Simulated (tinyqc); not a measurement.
## Thermal resistances of a two-die stack

Inverse problem. Heat leaves through the lower die only, and the system is linear. Find the resistance R1 from the lower die to the coolant, R2 between the dies, and the rise of the upper die when both are powered.

Inputs (values chosen for the exercise):
- P1 = 20 W (power of the lower die)
- P2 = 4.1 W (power of the upper die)

rises of the lower and upper die with only the lower one powered (K): 9  9
rises of the lower and upper die with only the upper one powered (K): 1.845  2.993

Solution. With only the lower die powered no heat crosses R2, so both dies rise by P1 R1; the difference in the second test is P2 R2; rises add.

R1 = 0.4500 K/W
R2 = 0.2800 K/W
rise of the upper die = 11.99 K

Numbers from tinyqc (`OMP_NUM_THREADS=1 python tinyqc.py 2162127 2162128 out.jsonl`; about 0.03 s on one thread of a shared Intel Xeon 2.30GHz).
